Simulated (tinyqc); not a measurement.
Rapid thermal processing of a wafer: radiative balance, ramp and cooling, pattern effects, pyrometer error and spike budget. From one set of inputs to another, one input at a time. Computed by tinyqc, a small Python program. Command: `OMP_NUM_THREADS=1 python tinyqc.py 3110471 3110472 out.jsonl rtp ladder`. One thread of a shared host (Intel(R) Xeon(R) Processor @ 2.30GHz), about 0.1 s of CPU time with the checks.

The wafer is opaque and uniform through its thickness unless said otherwise; temperatures in formulas are in kelvin (C + 273.15). sigma = 5.670374419e-12 W/(cm^2 K^4).

The inputs printed are set A. Inputs not listed in the table keep their values of set A, so the rows need not describe a real material.

Inputs (values chosen for the exercise, modelled on a hot silicon wafer):

| quantity | value | unit |
|---|---|---|
| wafer thickness d | 625 | micrometre |
| heat capacity per volume C | 2.11 | J/(cm^3 K) |
| thermal conductivity k | 0.21 | W/(cm K) |
| emissivity eps of each face | 0.67 | - |
| reflectivity of the chamber walls r | 0.39 | - |
| gas heat-transfer coefficient h, both faces together | 0.95 | mW/(cm^2 K) |
| wall temperature T_w | 300 | K |
| process temperature | 1110 | C |
| starting temperature | 550 | C |
| ramp rate | 100 | K/s |
| relative change of absorptivity over a pattern | 9.5 | % |
| period of the pattern | 0.83 | mm |
| pyrometer wavelength | 3.8 | micrometre |
| error of the assumed emissivity | 10 | % |
| activation energy of the process E_a | 4 | eV |

Constants: k_B = 8.617333262e-05 eV/K; h = 6.62607015e-34 J s; c = 299792458 m/s; k_B = 1.380649e-23 J/K.

Method:
- Effective emissivity between parallel grey plates: eps_eff = 1/(1/eps + 1/(1 - r) - 1). Loss per area q(T) = 2 eps_eff sigma (T^4 - T_w^4) + h (T - T_w).
- Absorbed power during a ramp = q(T) + C d x ramp rate; thermal time constant tau = C d/(dq/dT), dq/dT = 8 eps_eff sigma T^3 + h; natural cooling rate q/(C d); front-to-back difference under one-sided heating at the end of the ramp = (absorbed power) d/(2 k).
- Cooling with the lamps off: C d dT/dt = -q(T), integrated adaptively (relative tolerance 1e-10).
- Spike anneal: linear ramp to the peak, then lamps off. Equivalent time at the peak = int exp(-(E_a/k_B)(1/T - 1/T_peak)) dt; estimate (k_B T^2/E_a)(1/ramp rate + 1/cooling rate). The ramp part uses 4000 trapezoid steps, the cooling part 4000 steps over 4 tau.
- Time within 50 K of the peak from the same curves.
- At steady state a sinusoidal change of absorbed power of relative amplitude a and period p gives the temperature amplitude a q/(dq/dT + k d (2 pi/p)^2); healing length l = sqrt(k d/(dq/dT)); process change = E_a dT/(k_B T^2). Emissivity is taken as unchanged.
- Signal proportional to eps/(exp(c2/(lambda T)) - 1), c2 = h c/k_B. If the assumed emissivity is too high by the given error, the reading T' solves (1 + error)/(exp(c2/(lambda T')) - 1) = 1/(exp(c2/(lambda T)) - 1). Wien estimate: T' - T = -lambda T^2 ln(1 + error)/c2. Process rates go as exp(-E_a/(k_B T)).

Each row keeps all changes above it:

| input moved | from | to | equivalent time, total (s) | amplitude (K) | reading less true temperature (K) |
|---|---|---|---|---|---|
| set A | - | - | 0.6704 | 0.02582 | -43.747 |
| activation energy of the process E_a (eV) | 4 | 1.24 | 2.1450 | 0.02582 | -43.747 |
| wafer thickness d (micrometre) | 625 | 775 | 2.3891 | 0.02082 | -43.747 |
| ramp rate (K/s) | 100 | 20 | 6.9001 | 0.02082 | -43.747 |
| emissivity eps of each face | 0.67 | 0.55 | 7.0784 | 0.01820 | -43.747 |
| pyrometer wavelength (micrometre) | 3.8 | 0.9 | 7.0784 | 0.01820 | -11.312 |
| gas heat-transfer coefficient h, both faces together (mW/(cm^2 K)) | 0.95 | 1.8 | 6.9885 | 0.01914 | -11.312 |
| period of the pattern (mm) | 0.83 | 4.9 | 6.9885 | 0.65508 | -11.312 |

Where does the difference come from?

Equivalent time, total goes from 0.670 to 6.99, a factor 10.4 in all. The largest single move comes from activation energy of the process E_a (a factor 3.20). Amplitude goes from 0.0258 to 0.655, a factor 25.4 in all. The largest single move comes from period of the pattern (a factor 34.2). Reading less true temperature goes from -43.7 to -11.3, +32.4 in all. The largest single move comes from pyrometer wavelength (+32.4). The single moves hold for this order of the switches; the total does not depend on the order.

Caution (rows set A, activation energy of the process E_a, wafer thickness d, ramp rate, emissivity eps of each face): below about 600 C lightly doped silicon is partly transparent at this wavelength, so its emissivity is not yet the hot value early in the ramp.

Extremes, crossings and ranges named in words are read from the listed rows.
